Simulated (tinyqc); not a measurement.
Two-sublattice mean-field magnet: ferrimagnet, compensation points and susceptibility. Changing the T over T_c. Computed by tinyqc, a small Python program. Command: `OMP_NUM_THREADS=1 python tinyqc.py 3010012 3010013 out.jsonl ferri sweep`. One thread of a shared host (Intel(R) Xeon(R) Processor @ 2.30GHz), about 0.02 s of CPU time with the checks.

A random alloy A(1-x)B(x) with H = -sum over pairs J S_i.S_j. a = <S_A> and b = <S_B> are taken along z, a > 0. Exchange fields: h_A = (1 - x) zJ_AA a + x zJ_AB b, h_B = (1 - x) zJ_AB a + x zJ_BB b; a = S_A B_(S_A)(S_A h_A/(k_B T)) and likewise for b, with the Brillouin function B_S(y) = [(2S + 1)/(2S)] coth[(2S + 1) y/(2S)] - [1/(2S)] coth[y/(2S)].

Inputs (values chosen for the exercise, for a model ferrimagnet): spin S_A = 2.5; spin S_B = 1.5; g factor g_A = 2.2; g factor g_B = 2; fraction x of B sites = 0.45; z J_AA = 30.7 meV; z J_BB = 2.7 meV; z J_AB = -6.5 meV; largest number of steps = 3000.

Constants: k_B = 8.617333262e-05 eV/K.

Method:
- Linearised, T (a, b) = M (a, b) with M_ij = S_i (S_i + 1) c_j zJ_ij/(3 k_B), c_A = 1 - x, c_B = x. T_c is the larger eigenvalue, and its eigenvector gives b/a at onset, (T_c - M_AA)/M_AB.
- Repeat from a = S_A, b = -S_B until a and b change by less than 1e-10.
- Net moment m = (1 - x) g_A a + x g_B b in mu_B per site; net spin s = (1 - x) a + x b. At T = 0, a = S_A and b = -S_B. Effective g = m/s.

One run for each value:
```
T over T_c  net moment m (mu_B)  net spin s      a       b
0.10                      1.797       0.761  2.500  -1.364
0.21                      2.139       0.933  2.486  -0.966
0.31                      2.318       1.025  2.434  -0.697
0.42                      2.367       1.055  2.333  -0.507
0.52                      2.316       1.037  2.204  -0.390
0.62                      2.188       0.982  2.033  -0.303
0.73                      1.952       0.878  1.781  -0.225
0.83                      1.622       0.731  1.462  -0.162
0.94                      1.009       0.455  0.900  -0.088
```

Over the rows, net moment m (mu_B) goes from 1.80 through a maximum among these rows, 2.37 at 0.420, to 1.01; net spin s goes from 0.761 through a maximum among these rows, 1.06 at 0.420, to 0.455; a falls from 2.50 to 0.900 (exponent d ln y / d ln x -0.0077 between the first rows and -3.9 between the last).

Extremes, crossings and ranges named in words are read from the listed rows.
